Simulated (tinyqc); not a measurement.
Worked calculation: donor near an oxide interface in a gate field (two-state model). Values are carried at full precision from step to step, so a last printed digit may differ when a step is redone from the rounded ones.

Interface at z = 0 (hard wall), donor at z = d, field F pulling electrons to the interface: potential e F z; 1 kV/cm = 1e-5 eV/angstrom, c = hbar^2/2m0, q = e^2/(4 pi eps0), Q = (eps - eo)/(eps + eo). Donor state: E_D = e F d - ED - q Q/(4 eps d), the last term joining the images of ion and electron. Interface state: z exp(-b z/2) exp(-rho^2/(2 L^2)) with E_z = c b^2/(4 mz) + 3 e F/b + q Q b/(8 eps), minimised over b; in the plane at z = 3/b the ion (distance D = d - 3/b) and its image (D' = d + 3/b) give E_rho = c/(mt L^2) - (q/eps)(sqrt(pi)/L)[erfcx(D/L) + Q erfcx(D'/L)], erfcx(x) = exp(x^2) erfc(x), minimised over L. E_I = E_z + E_rho.

Constants: hbar^2/2m0 = 3.80998211 eV angstrom^2; e^2/(4 pi eps0) = 14.39964547 eV angstrom.

Parameters, chosen for this exercise (near those of a donor in Si below SiO2, static dielectric constants; the results hold for these values, not for the real material):
- d = 90 angstrom (depth of the donor)
- ED = 31.7 meV (bulk binding energy)
- mz = 0.909 m0 (mass across the interface)
- mt = 0.191 m0 (mass in the plane)
- eps = 11.2 (dielectric constant of the semiconductor)
- eo = 3.9 (dielectric constant of the oxide)
- F = 65.9 kV/cm (field in the semiconductor)
- aD = 16.4 angstrom (donor radius)
- v = 0.46 (valley factor)

## The interface state across the interface

Solve c b/(2 mz) - 3 e F/b^2 + q Q/(8 eps) = 0; give Q, b, the three terms of E_z and <z> = 3/b.

Q = 0.4834
b = 0.08715 1/angstrom

kinetic, field and image terms (meV): 7.96  22.69  6.77

<z> = 34.4 angstrom

The image pushes the electron away from the oxide; without it <z> would be 30.6 angstrom.

## Binding in the plane

Give D, D', the best L, both terms and E_rho.

D, D' (angstrom): 55.6  124.4

L = 71.1 angstrom

kinetic and Coulomb terms (meV): 3.94  -20.29

E_rho = -16.35 meV

The bottom of the well lies at -28.1 meV, so the level is 42 % of the way up; L/D = 1.28. Above the critical field the ionised donor would thus still hold its electron as a dot at the interface.

## Where the electron sits

The two states couple by t = t0 exp(-D/aD) with t0 = q/(eps aD) (2 aD/L) sqrt(aD b/2) v, v a valley factor; this form is an estimate. With detuning u = E_D - E_I the splitting is sqrt(u^2 + 4 t^2) and the lower state has weight (1 - u/sqrt(u^2 + 4 t^2))/2 on the donor.

Give E_D, E_I, t, the splitting and the donor weight.

E_D, E_I (meV): 25.88  21.06

t = 0.474 meV
splitting = 4.91 meV
donor weight = 0.009

The electron is at the interface; the contact hyperfine coupling scales with the donor weight. With this t, the tunnelling time pi hbar/(2t) at a crossing would be 2.18 ps (hbar = 6.58212e-16 eV s); here the detuning is 10.2 t.

## Critical field

Find F at which E_D = E_I; compare the rule e F d = ED. The crossing width is 4t/(e D), with t and D formed anew at that field.

critical field = 56.6 kV/cm
ED/(e d) = 35.2 kV/cm
width = 4.0 kV/cm

The confinement energy E_z = 34.1 meV raises the field needed and the attraction E_rho = -16.6 meV lowers it; the result is 1.61 times the simple rule.

## Checks

- E_z without images against 1.5 x 6^(2/3)/2 (c (e F)^2/mz)^(1/3), meV: both 30.24.
- E_rho from the radial equation in the full Coulomb well against the Gaussian trial function, meV: -16.5 against -16.4.

tinyqc: `OMP_NUM_THREADS=1 python tinyqc.py 1280315 1280316 out.jsonl`; about 0.07 s, one thread, shared Intel(R) Xeon(R) Processor @ 2.30GHz.
